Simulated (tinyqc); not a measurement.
Off-state leakage of single and stacked transistors: two steps of the calculation.

n-channel devices of unit width. Subthreshold current I(Vg, Vs, Vd) = I0 (T/300 K)^0.5 exp[(Vg - Vs - VT(T) - gb (Vs - Vb) + dd (Vd - Vs))/(nf Vt)] (1 - exp(-(Vd - Vs)/Vt)), VT(T) = VT - cT (T - 300 K). Gate-edge tunnelling Ig (Vd/1 V) exp(ag (Vd - 1 V)), for a gate at 0 V, and band-to-band leakage Ab u exp(-Bb/u), u = Vd - Vb + 1 V, flow at a drain held at V; both are taken as independent of T. In a stack of off transistors (all gates at 0 V) the same subthreshold current passes through each.

Values chosen for this exercise; values of the order met in bulk silicon logic transistors:
- T = 330 K (temperature)
- V = 0.9 V (supply voltage)
- VT = 0.42 V (threshold at 300 K, zero drain and body bias)
- cT = 0.9 mV/K (fall of the threshold with temperature)
- I0 = 0.13 uA/um (current at threshold at 300 K)
- nf = 1.32 (slope factor)
- dd = 0.09 (drain-induced lowering per volt)
- gb = 0.22 (rise of the threshold per volt of source-body bias)
- Ig = 2e-5 uA/um (gate-edge tunnelling current at 1 V)
- ag = 5.9 1/V (exponential slope of the gate current)
- Ab = 5 uA/(um V) (prefactor of band-to-band leakage at the drain)
- Bb = 28 V (its exponential voltage)
- Vb = 0 V (body voltage)

Constants: q = 1.602176634e-19 C, kB = 1.380649e-23 J/K, Vt = kB T/q. Results are converted to the units shown.

Problem 1. Leakage of one transistor. Vg = Vs = 0, Vd = V; effective threshold VT(T) - gb Vb - dd V.

Find: effective threshold; parts; total; shares.

Solution 1.

effective threshold = 0.3120 V
parts (nA/um): subthreshold 0.03349, gate edge 0.009978, band-to-band 0.003781
total = 0.04725 nA/um
shares (%): subthreshold 70.88, gate edge 21.12, band-to-band 8.003

The subthreshold part is the largest.

Problem 2. New Vx. Stack of two, Vx the node between them: I_low = I(0, 0, Vx), I_up = I(0, Vx, V), f = ln(I_up/I_low), f' = -(1 + gb + 2 dd)/(nf Vt) - 1/(Vt (exp(Vx/Vt) - 1)) - 1/(Vt (exp((V - Vx)/Vt) - 1)), Vx(new) = Vx - f/f'.

Vx at the start = 0.058 V

Give: I_low; I_up; f; f'; Vx after iteration 1.

Solution 2.

I_low = 0.0038690 nA/um
I_up = 0.0044240 nA/um
f = 0.13403
f' = -42.555 1/V
Vx after iteration 1 = 0.061150 V

Computed by the program tinyqc: `OMP_NUM_THREADS=1 python tinyqc.py 2242201 2242202 out.jsonl`, one thread of a shared Intel Xeon 2.30GHz, about 0.04 s for the whole run.
